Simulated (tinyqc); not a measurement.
Thermal, flicker and telegraph noise of a field-effect transistor: one step, computed by the program tinyqc. Command: `OMP_NUM_THREADS=1 python tinyqc.py 3025265 3025266 out.jsonl noise walk`. One thread of a shared host (Intel(R) Xeon(R) Processor @ 2.30GHz), about 0.01 s of CPU time with the checks.

Strong inversion, threshold roll-off and channel-length modulation left out; noise sources are uncorrelated and are given as one-sided spectral densities. The drain voltage is 50 mV.

Problem. Thermal noise and corner. C_ox = 3.9 eps_0/t; I = mu C_ox (W/L) V_ov V_D; g_m = I/V_ov; g_d0 = I/V_D. Thermal: S_I = 4 k_B T g_d0; input-referred S_V = S_I/g_m^2; corner f_c where flicker equals thermal. Total input noise from 1 Hz to f_c: sqrt(S_V,thermal [f_c ln(f_c/1 Hz) + f_c - 1 Hz]).

Inputs (values chosen for the exercise, modelled on a high-k silicon transistor):
```
quantity                        value         unit
width W                           0.3   micrometre
length L                           50           nm
electrical oxide thickness t      2.2           nm
mobility mu                       180   cm^2/(V s)
overdrive V_ov                   0.68            V
oxide trap density N_t        3.6e+17  1/(eV cm^3)
frequency f                      6000           Hz
temperature T                     400            K
```

Operating region: linear. Flicker model: number fluctuation.

g_m = 84.75873 microsiemens

flicker S_I = 1.182128e-20 A^2/Hz

drain current I = 57.63593 microampere

Constants: k_B = 1.380649e-23 J/K; eps_0 = 8.8541878128e-12 F/m; e = 1.602176634e-19 C.

Give: thermal S_I; input-referred thermal noise; corner frequency f_c; input noise up to f_c; full shot noise 2eI over thermal S_I.

Solution.

thermal S_I = 2.546e-23 A^2/Hz

input-referred thermal noise = 59.54 nV/sqrt(Hz)

corner frequency f_c = 2.785e+06 Hz

input noise up to f_c = 395.5 microvolt

full shot noise 2eI over thermal S_I = 0.7253

At f the noise is flicker dominated (f_c/f = 464). Caution: fewer than one trap per decade of time constant is active, so one device shows telegraph steps and the 1/f law is only a mean over many devices.
